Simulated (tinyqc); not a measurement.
Fermi level and growth conditions: formation energy of a charged point defect from supercell energies. Computed by tinyqc, a small Python program. Command: `OMP_NUM_THREADS=1 python tinyqc.py 3024497 3024498 out.jsonl formation walk`. One thread of a shared host (Intel(R) Xeon(R) Processor @ 2.30GHz), about 0.01 s of CPU time with the checks.

The host is a compound AB. Making the defect adds n_A = -1, n_B = 0 atoms to the cell. All total energies are inputs. E_F is counted from the valence-band maximum (VBM); x = 0 is A-rich and x = 1 B-rich growth.

Inputs (values chosen for the exercise, for a model compound AB):
```
quantity                      value      unit
gap E_g                        1.46        eV
E_VBM of the host cell        3.082        eV
potential alignment dV       -0.057        eV
dielectric constant eps        13.3         -
cell length L                  13.2  angstrom
mu_A of the pure element     -5.315        eV
formation enthalpy dH of AB  -0.565        eV
growth condition x             0.71         -
```

Defect: vacancy of A. Supercell lattice: sc.

charge states q: 3  2  1  0

E(defect, q) - E(host), in the order of q (eV): -3.462  0.622  4.6  9.077

Constants: e^2/(4 pi eps_0) = 14.39964548 eV angstrom.

Method:
- dmu_A = x dH and dmu_B = (1 - x) dH, so that dmu_A + dmu_B = dH; mu = mu(element) + dmu.
- The reservoir term is sum n_i mu_i.
- Image-charge correction of a point charge in a neutralising background: E_corr = q^2 alpha e^2/(4 pi eps_0) / (2 eps L), alpha = 2.837297 for a sc array with L the cube root of the volume.
- E_f(q, E_F) = [E(defect, q) - E(host)] - sum n_i mu_i + q (E_VBM + dV + E_F) + E_corr(q).
- Each entry is the lowest E_f over q.

E_f(q, 0) (eV): (q=+3) 0.94408, (q=+2) 1.42129, (q=+1) 2.02521, (q=0) 3.36085

sum n_i mu_i = 5.71615 eV

Lowest formation energy (eV):
```
E_F (eV)  stable q  A-rich, x = 0  x = 0.5  B-rich, x = 1
0.000           +3         1.3452   1.0627         0.7802
0.182           +3         1.8912   1.6087         1.3262
0.365           +3         2.4402   2.1577         1.8752
0.548           +2         2.9184   2.6359         2.3534
0.730           +1         3.1564   2.8739         2.5914
0.912           +1         3.3384   3.0559         2.7734
1.095           +1         3.5214   3.2389         2.9564
1.277           +1         3.7034   3.4209         3.1384
1.460            0         3.7620   3.4795         3.1970
```

What follows from these numbers?

Going from A-rich to B-rich growth shifts every line by -0.565 eV and moves no transition level. The slope of the envelope is the stable charge, so E_f is highest at E_F = 1.46 eV of those listed: the defect forms most easily in p-type material. Caution: the largest image-charge correction in these energies, q^2 alpha e^2/(8 pi eps_0 eps L) with alpha = 2.837297, exceeds a quarter of the gap; the point-charge term alone is then a rough estimate, usually too large for a charge that is spread out.

Extremes, crossings and ranges named in words are read from the listed rows.
